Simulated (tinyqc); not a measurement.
Empirical pseudopotential in a few plane waves, step by step. One step of it, computed by the program tinyqc.

Task: Bloch Hamiltonian at G. Basis: the 15 shortest G (labels in 2 pi/a), the same at every k. H(G,G') = c |k + G|^2 delta + VS(|G-G'|^2) cos((G-G').tau) + i VA sin((G-G').tau), tau = a/8 (1,1,1); 1 Ry = 13.605693 eV.

Parameters chosen for this model: fcc lattice, atoms at +/- a/8 (1,1,1); form factors in rydberg at |G|^2 in units of (2 pi/a)^2:
```
parameter                 value      unit
a                      5.550000  angstrom
VS(3)                 -0.253000        Ry
VS(8)                  0.029000        Ry
VS(11)                 0.057000        Ry
VA(3)                  0.134000        Ry
VA(4)                  0.088000        Ry
VA(11)                 0.000000        Ry
hbar^2/2m (2 pi/a)^2   4.883112        eV
```

k point G (2 pi / a): 0  0  0

Give: H(k) at G.

Result:

H(k) at G (eV), lower triangle (Hermitian):
```
               +0+0+0         -1-1-1         -1-1+1         -1+1-1
+0+0+0          0.000
-1-1-1   2.434-1.289i         14.649
-1-1+1  -2.434-1.289i   0.000+1.197i         14.649
-1+1-1  -2.434-1.289i   0.000+1.197i          0.395         14.649
-1+1+1  -2.434+1.289i         -0.395   0.000+1.197i   0.000+1.197i
+1-1-1  -2.434-1.289i   0.000+1.197i          0.395          0.395
+1-1+1  -2.434+1.289i         -0.395   0.000+1.197i          0.000
+1+1-1  -2.434+1.289i         -0.395          0.000   0.000+1.197i
+1+1+1   2.434+1.289i          0.000         -0.395         -0.395
-2+0+0   0.000-1.197i  -2.434+1.289i  -2.434-1.289i  -2.434-1.289i
+0-2+0   0.000-1.197i  -2.434+1.289i  -2.434-1.289i          0.548
+0+0-2   0.000-1.197i  -2.434+1.289i          0.548  -2.434-1.289i
+0+0+2   0.000+1.197i         -0.548   2.434+1.289i         -0.548
+0+2+0   0.000+1.197i         -0.548         -0.548   2.434+1.289i
+2+0+0   0.000+1.197i         -0.548         -0.548         -0.548

               -1+1+1         +1-1-1         +1-1+1         +1+1-1
-1+1+1         14.649
+1-1-1          0.000         14.649
+1-1+1          0.395   0.000+1.197i         14.649
+1+1-1          0.395   0.000+1.197i          0.395         14.649
+1+1+1   0.000+1.197i         -0.395   0.000+1.197i   0.000+1.197i
-2+0+0   2.434-1.289i          0.548         -0.548         -0.548
+0-2+0         -0.548  -2.434-1.289i   2.434-1.289i         -0.548
+0+0-2         -0.548  -2.434-1.289i         -0.548   2.434-1.289i
+0+0+2  -2.434+1.289i         -0.548  -2.434+1.289i          0.548
+0+2+0  -2.434+1.289i         -0.548          0.548  -2.434+1.289i
+2+0+0          0.548   2.434+1.289i  -2.434+1.289i  -2.434+1.289i

               +1+1+1  -2+0+0  +0-2+0  +0+0-2
+1+1+1         14.649
-2+0+0         -0.548  19.532
+0-2+0         -0.548   0.395  19.532
+0+0-2         -0.548   0.395   0.395  19.532
+0+0+2  -2.434-1.289i  -0.395  -0.395   0.000
+0+2+0  -2.434-1.289i  -0.395   0.000  -0.395
+2+0+0  -2.434-1.289i   0.000  -0.395  -0.395

        +0+0+2  +0+2+0  +2+0+0
+0+0+2  19.532
+0+2+0   0.395  19.532
+2+0+0   0.395   0.395  19.532
```
